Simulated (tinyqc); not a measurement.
# p-n diode with diffusion and depletion-layer recombination: two studies

Abrupt junction in the depletion approximation, low injection, full ionisation, neutral widths fixed, ohmic contact on the p side. Vj is the junction voltage; where a series resistance Rs is given, V = Vj + J Rs is the terminal voltage.

Parameters, values chosen for the exercise; band and dielectric values close to those of silicon: temperature T = 400 K; band gap Eg = 1.11 eV; relative permittivity eps_r = 11.6; conduction-band density of states at T Nc = 4.34e19 cm^-3; valence-band density of states at T Nv = 4.03e19 cm^-3; acceptor density Na = 3.3e16 cm^-3; donor density Nd = 2.4e17 cm^-3; electron mobility in the p side mun = 880 cm^2/(V s); hole mobility in the n side mup = 220 cm^2/(V s); electron lifetime tn = 1e-7 s; hole lifetime tp = 3e-8 s; neutral width of the p side wp = 2.1 um; neutral width of the n side wn = 3.4 um; recombination velocity at the n contact Sp = 1e7 cm/s; series resistance Rs = 0.00053 ohm cm^2; trap level above the intrinsic level Et = -0.17 eV; junction voltage at which recombination is evaluated Vj = 0.43 V.

Constants: q = 1.602176634e-19 C, kB = 1.380649e-23 J/K, Vt = kB T/q, eps0 = 8.8541878128e-14 F/cm where lengths are in cm. Results are converted to the units shown.

Each table varies one quantity; the others keep the values above.

## Currents and ideality against junction voltage

ni = sqrt(Nc Nv) exp(-Eg/(2 Vt)), Eg in volts; D = mu Vt; Ln = sqrt(Dn tn), Lp = sqrt(Dp tp); J0n = q ni^2 Dn coth(wp/Ln)/(Ln Na); J0p = (q ni^2 Dp/(Lp Nd)) (s + tanh(wn/Lp))/(1 + s tanh(wn/Lp)), s = Sp Lp/Dp. J_diff = (J0n + J0p)(exp(Vj/Vt) - 1). Vbi = Vt ln(Na Nd/ni^2), W = sqrt(2 eps0 eps_r (Vbi - Vj)(1/Na + 1/Nd)/q), xp = W Nd/(Na + Nd), xn = W Na/(Na + Nd); u(x) = q Na (x + xp)^2/(2 eps0 eps_r) for x < 0 and Vbi - Vj - q Nd (xn - x)^2/(2 eps0 eps_r) for x > 0; p = Na exp(-u/Vt), n = Nd exp((u - Vbi + Vj)/Vt); U = ni^2 (exp(Vj/Vt) - 1)/(tp (n + ni exp(Et/Vt)) + tn (p + ni exp(-Et/Vt))); J_scr = q times the integral of U from -xp to xn. J = J_diff + J_scr. Ideality = (1/Vt) dVj/d ln J or (1/Vt) dV/d ln J; last column ni^2 exp(Vj/Vt)/N^2.

Results:
```
Vj (V),J_diff (A/cm^2),J_scr (A/cm^2),J (A/cm^2),V (V),ideality against Vj,ideality against V,"minority/doping, lighter side"
0.17,0.001798,3.062e-5,0.001828,0.1700,0.9949,0.9949,2.303e-6
0.21,0.005765,8.362e-5,0.005849,0.2100,0.9999,1.000,7.350e-6
0.25,0.01843,2.197e-4,0.01865,0.2500,1.001,1.002,2.346e-5
0.29,0.05884,5.517e-4,0.05939,0.2900,1.002,1.003,7.486e-5
0.33,0.1878,0.001318,0.1891,0.3301,1.002,1.005,2.389e-4
0.4,1.431,0.005384,1.437,0.4008,1.001,1.023,0.001820
0.44,4.568,0.01144,4.579,0.4424,1.001,1.071,0.005809
0.48,14.58,0.02377,14.60,0.4877,1.001,1.225,0.01854
```

Estimate the missing row, Vj = 0.36 V.

Computed row:
```
Vj (V),J_diff (A/cm^2),J_scr (A/cm^2),J (A/cm^2),V (V),ideality against Vj,ideality against V,"minority/doping, lighter side"
0.36,0.4485,0.002449,0.4509,0.3602,1.002,1.009,5.704e-4
```

With this row back in the table: The ideality against Vj goes from 0.9949 through a maximum of 1.002 (at Vj = 0.29 V among the rows listed) to 1.001. Diffusion is the larger current in every row. J_scr alone has an ideality of 1.16 between the first two rows and 1.59 between the last two. From Vj = 0.48 V the series resistance raises the terminal ideality by over a tenth; there J Rs = 0.22 Vt.

## Effect of the neutral width of the n side

Same model as above.

J = J_diff + J_scr.

The same in every row: J0n (A/cm^2) = 1.275e-5; J_scr (A/cm^2) = 0.009502.

Effect of the neutral width of the n side:
```
wn (um),J0p (A/cm^2),J_diff (A/cm^2),J_scr/J (%),wn/Lp
0.2,4.414e-6,4.491,0.2112,0.04193
0.6,1.515e-6,3.732,0.2540,0.1258
2,4.828e-7,3.462,0.2737,0.4193
6,2.256e-7,3.395,0.2791,1.258
20,1.921e-7,3.386,0.2799,4.193
50,1.920e-7,3.386,0.2799,10.48
200,1.920e-7,3.386,0.2799,41.93
500,1.920e-7,3.386,0.2799,104.8
```

What does the comparison show?

As wn goes from 0.2 to 500, J0p falls from 4.41e-6 to 1.92e-7 A/cm^2, J_scr stays at 0.00950 A/cm^2 and its share rises from 0.211 to 0.280 %. J0p goes as wn^(-0.97) between the first two rows and wn^(0.00) between the last two; Lp = 4.77 um divides the short base from the long one.

Program tinyqc, `OMP_NUM_THREADS=1 python tinyqc.py 2260063 2260064 out.jsonl`; Intel Xeon 2.30GHz, shared host, one thread, about 0.01 s.
